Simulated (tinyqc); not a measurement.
CIS and TDHF on RHF in the sto-3g basis, frozen core, for BeH2, spin multiplicity 1, step by step (part 2 of 2). Computed by tinyqc, a small Python program that keeps every step (integrals from PySCF). Command: `OMP_NUM_THREADS=1 python tinyqc.py 27332 27333 out.jsonl` (the two numbers bound the seeds that draw the settings). One thread of a shared host (Intel(R) Xeon(R) Processor @ 2.60GHz), about 0.06 s of CPU time with the checks.

Geometry (angstrom):
```
atom         x          y         z
Be    0.000000   0.000000  0.000000
H     0.000000   1.312000  0.015000
H     0.000000  -1.312000  0.015000
```

## TDHF (RPA) triplet states

CIS matrix A, triplet (hartree), order 2>4, 2>5, 2>6, 2>7, 3>4, 3>5, 3>6, 3>7:
```
[[0.301590, 0.000000, -0.000483, 0.000000, 0.000000, 0.000000, 0.000000, 0.002940],
 [0.000000, 0.301621, 0.000000, 0.000000, 0.000000, 0.000000, 0.000000, 0.000000],
 [-0.000483, 0.000000, 0.532564, 0.000000, 0.000000, 0.000000, 0.000000, -0.142997],
 [0.000000, 0.000000, 0.000000, 0.999035, 0.002940, 0.000000, -0.142997, 0.000000],
 [0.000000, 0.000000, 0.000000, 0.002940, 0.278343, 0.000000, 0.000195, 0.000000],
 [0.000000, 0.000000, 0.000000, 0.000000, 0.000000, 0.278393, 0.000000, 0.000000],
 [0.000000, 0.000000, 0.000000, -0.142997, 0.000195, 0.000000, 0.486030, 0.000000],
 [0.002940, 0.000000, -0.142997, 0.000000, 0.000000, 0.000000, 0.000000, 0.944568]]
```

Two-electron integrals over orbitals (pq|rs), unique and non-zero (hartree); the lowest 1 orbital is frozen and left out:
```
(22|22) 0.400621    (32|32) 0.164789    (33|22) 0.414009    (33|33) 0.437135
(42|22) 0.001198    (42|33) 0.001121    (42|42) 0.049650    (43|32) 0.001192
(43|43) 0.014859    (44|22) 0.370558    (44|33) 0.358269    (44|42) -0.002593
(44|44) 0.449906    (52|52) 0.049652    (53|53) 0.014845    (54|52) -0.000931
(54|54) 0.024265    (55|22) 0.370585    (55|33) 0.358278    (55|42) -0.000732
(55|44) 0.401353    (55|55) 0.449859    (62|22) -0.025590   (62|33) -0.048419
(62|42) -0.000255   (62|44) 0.050859    (62|55) 0.050911    (62|62) 0.077310
(63|32) -0.095051   (63|43) -0.000974   (63|63) 0.083322    (64|22) 0.000483
(64|33) -0.000195   (64|42) 0.047408    (64|44) -0.000760   (64|55) 0.000556
(64|62) 0.002080    (64|64) 0.050907    (65|52) 0.047471    (65|54) -0.000659
(65|65) 0.050963    (66|22) 0.398703    (66|33) 0.409702    (66|42) 0.002748
(66|44) 0.368417    (66|55) 0.368497    (66|62) -0.035632   (66|64) 0.001824
(66|66) 0.413322    (72|32) -0.044796   (72|43) -0.001183   (72|63) 0.061156
(72|72) 0.056561    (73|22) -0.006557   (73|33) -0.021663   (73|42) -0.001723
(73|44) 0.058189    (73|55) 0.058185    (73|62) 0.072571    (73|64) 0.000670
(73|66) -0.027133   (73|73) 0.082047    (74|32) -0.002940   (74|43) 0.013781
(74|63) 0.001720    (74|72) 0.000429    (74|74) 0.016552    (75|53) 0.013800
(75|75) 0.016493    (76|32) 0.142997    (76|43) 0.001369    (76|63) -0.095800
(76|72) -0.056473   (76|74) -0.002549   (76|76) 0.141025    (77|22) 0.430573
(77|33) 0.449504    (77|42) 0.000220    (77|44) 0.392233    (77|55) 0.392211
(77|62) -0.038339   (77|64) -0.000799   (77|66) 0.438044    (77|73) -0.012585
(77|77) 0.491833
```

B(ia,jb) = - (ib|ja); the squared energies are the eigenvalues of (A - B)(A + B); 1 hartree = 27.211386 eV.

TDHF matrix B, triplet (hartree), order 2>4, 2>5, 2>6, 2>7, 3>4, 3>5, 3>6, 3>7:
```
[[-0.049650, 0.000000, 0.000255, 0.000000, 0.000000, 0.000000, 0.000000, 0.001183],
 [0.000000, -0.049652, 0.000000, 0.000000, 0.000000, 0.000000, 0.000000, 0.000000],
 [0.000255, 0.000000, -0.077310, 0.000000, 0.000000, 0.000000, 0.000000, -0.061156],
 [0.000000, 0.000000, 0.000000, -0.056561, 0.001723, 0.000000, -0.072571, 0.000000],
 [0.000000, 0.000000, 0.000000, 0.001723, -0.014859, 0.000000, 0.000974, 0.000000],
 [0.000000, 0.000000, 0.000000, 0.000000, 0.000000, -0.014845, 0.000000, 0.000000],
 [0.000000, 0.000000, 0.000000, -0.072571, 0.000974, 0.000000, -0.083322, 0.000000],
 [0.001183, 0.000000, -0.061156, 0.000000, 0.000000, 0.000000, 0.000000, -0.082047]]
```

squared energies w^2 (hartree^2): [0.077239, 0.077282, 0.088480, 0.088510, 0.185759, 0.223408, 0.973159, 1.068783]

TDHF energies from the positive w^2 (eV): [7.562564, 7.564677, 8.094190, 8.095556, 11.728031, 12.861758, 26.843717, 28.131667]
